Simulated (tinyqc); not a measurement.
# Worked calculation: energy and delay of logic against supply voltage

Program tinyqc, `OMP_NUM_THREADS=1 python tinyqc.py 2082158 2082159 out.jsonl`; Intel Xeon 2.30GHz, shared host, one thread, about 0.01 s. Printed values are rounded.

One expression serves below and above threshold: I(Vg) = Ik [ln(1 + exp((Vg - VT + dd V)/(al nf Vt)))]^al, with I_on = I(V) and I_off = I(0). Gate delay td = kd C V/I_on, clock period LD td. Per gate and cycle the switching energy is act C V^2 and the leakage energy I_off V LD td. No short-circuit current, no variation. Minima are sought above 0.09 V; below a few Vt gates no longer switch and the model has no meaning.

Parameters, values chosen for the exercise; values of the order met in logic technologies:
- T = 300 K (temperature)
- VT = 0.35 V (threshold voltage at zero drain bias)
- nf = 1.24 (slope factor)
- dd = 0.1 (barrier lowering per volt of supply)
- Ik = 0.56 uA (specific current of a gate)
- al = 1.22 (exponent of the current law)
- C = 1 fF (load capacitance of a gate)
- kd = 1 (delay factor)
- LD = 12 (logic depth)
- act = 0.2 (activity factor)
- V = 0.9 V (supply voltage)

Constants: q = 1.602176634e-19 C, kB = 1.380649e-23 J/K, Vt = kB T/q. Results are converted to the units shown.

Range of the model: At a supply of a few Vt gates lose their noise margin, and variation, left out here, decides whether they work.

## Currents, delay and energies

I_on, I_off, td, clock frequency 1/(LD td), both energies and their sum.

I_on = 16.9493 uA
I_off = 0.168043 nA
td = 53.0996 ps
clock frequency = 1.56938 GHz
switching energy = 162 aJ
leakage energy = 0.0963683 aJ
energy = 162.096 aJ

I_on/I_off = 1.01e5; leakage makes up 0.0595 % of the energy.

## Starting value

V = 0.1 V.

V at the start = 0.1 V

## Iteration 1: new V

Minimum-energy supply: E(V) is the energy per gate and cycle; with h = 0.001 V, E' = (E(V + h) - E(V - h))/(2 h), E'' = (E(V - h) - 2 E(V) + E(V + h))/h^2, V(new) = V - E'/E''.

E' = -19.2192 aJ/V
E'' = 4.64864 aJ/V^2
V after iteration 1 = 4.23438 V

## Iteration 2: new V

As before.

E' = 4149.83 aJ/V
E'' = 2368.53 aJ/V^2
V after iteration 2 = 2.48230 V

## Course of the iteration

Stop when the step is below 1e-9 V, or after 40 iterations.

Course of the iteration:
```
iteration  V before the step (V)   step (V)
1                            0.1       4.13
2                        4.23438      -1.75
3                        2.48230      -1.76
4                       0.726043     -0.725
5                     8.02091e-4   -8.17e-4
6                    -1.47304e-5    3.00e-5
7                     1.53122e-5    2.72e-8
8                     1.53394e-5  -1.30e-11
```

Converged in 8 iterations. There leakage makes up 48.0 % of the energy and the clock runs at 0.623 MHz.
